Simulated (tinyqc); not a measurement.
Worked calculation: k.p theory built from an empirical-pseudopotential calculation at Gamma. Values are carried at full precision from step to step, so a last printed digit may differ when a step is redone from the rounded ones.

Empirical pseudopotential on the fcc lattice, atoms at +/- tau, tau = a (1,1,1)/8, no spin-orbit coupling. H(G,G') = c (2 pi/a)^2 |k + G|^2 delta + VS(q) cos(q.tau) + i VA(q) sin(q.tau), q = G - G', c = hbar^2/2m0; k and G in units of 2 pi/a; VS at |q|^2 = 3, 8, 11 and VA at 3, 4, 11, in rydberg, zero elsewhere. The basis is fixed: all 113 G with |G|^2 up to Gcut. Energies are counted from the fourth level at Gamma.

Constants: hbar^2/2m0 = 3.80998211 eV angstrom^2; Ry = 13.60569312 eV.

Inputs chosen for the exercise (near those of ZnSe; not measured data):
```
symbol  value                  unit        meaning
a       5.657                  angstrom    lattice constant
VS      (-0.231, 0.028, 0.06)  Ry          symmetric form factors
VA      (0.175, 0.12, 0.029)   Ry          antisymmetric form factors
Gcut    20                     (2 pi/a)^2  largest |G|^2 of the fixed basis
```

## Levels at Gamma

Diagonalise H at k = 0 and group equal levels.

Multiplets at Gamma:
```
multiplet,degeneracy,E (eV)
1,1,-13.1536
2,3,0.0000
3,1,3.1156
4,3,7.2919
5,2,10.1104
6,1,12.9620
7,3,15.3104
8,1,18.4628
9,3,28.4957
```

The lowest empty multiplet is a singlet at 3.116 eV; the lowest empty singlet (s-like) is multiplet 3.

## Mass of the s-like conduction level (multiplet 3)

For a multiplet A of d_A states, W(B) = (4 c/(3 d_A)) sum over n in A, m in B and i = x, y, z of |<n|G_i|m>|^2 (G in 1/angstrom, <n|G_i|m> = sum_G c_n(G)* G_i c_m(G)); the mean inverse mass of A is 1 + sum_B W(B)/(E_A - E_B). Multiplets with W = 0 are left out.

List the couplings (the first eight at most); W to the valence triplet is the Kane energy Ep.

Couplings:
```
multiplet B,degeneracy,E_B (eV),W (eV),W/(E_A - E_B)
2,3,0.0000,14.1785,4.5509
4,3,7.2919,0.0256,-0.0061
7,3,15.3104,0.2621,-0.0215
10,3,29.1844,0.3849,-0.0148
12,3,29.7733,1.0034,-0.0376
16,3,42.7052,0.0329,-0.0008
17,3,44.2188,0.0277,-0.0007
19,3,45.8760,0.0033,-0.0001
```

sum over the higher multiplets = -0.0033
1/m = 5.4660

Ep = 14.18 eV. The valence triplet gives 4.55, all other levels together -0.08; m = 0.1829, against 0.1802 for two levels alone.

## Valence parameters

Fold all other levels onto the valence triplet: D(u) = c + 4 c^2 sum_m <n|u.G|m><m|u.G|n'>/(0 - E_m), in units of c. Along [100] its eigenvalues are L (once) and M (twice); along [111] (L + 2M + 2N)/3 (once) and (L + 2M - N)/3 (twice). Then g1 = -(L + 2M)/3, g2 = -(L - M)/6, g3 = -N/6.

eigenvalues along [100]: -4.484  -1.056  -1.056

eigenvalues along [111]: -5.710  -0.443  -0.443

L, M, N: -4.484  -1.056  -5.268

g1, g2, g3: 2.199  0.571  0.878

With spin-orbit coupling added at fixed g1, g2, g3 and large against the hole energy these give heavy and light masses along [100] of 0.947 and 0.299. The s-like level alone adds Ep/(3E) = 1.52 to g1. Local form factors fix Ep and the gap only roughly, so these values can lie far from measured ones.

## Checks

- 1/m of the s-like level from the sum against the curvature of the band: both 5.466.
- L and M against the curvatures along [100]: largest relative difference 3.6e-07.

(tinyqc, `OMP_NUM_THREADS=1 python tinyqc.py 1080449 1080450 out.jsonl`, Intel(R) Xeon(R) Processor @ 2.30GHz, 1 thread, shared host, about 0.7 s.)
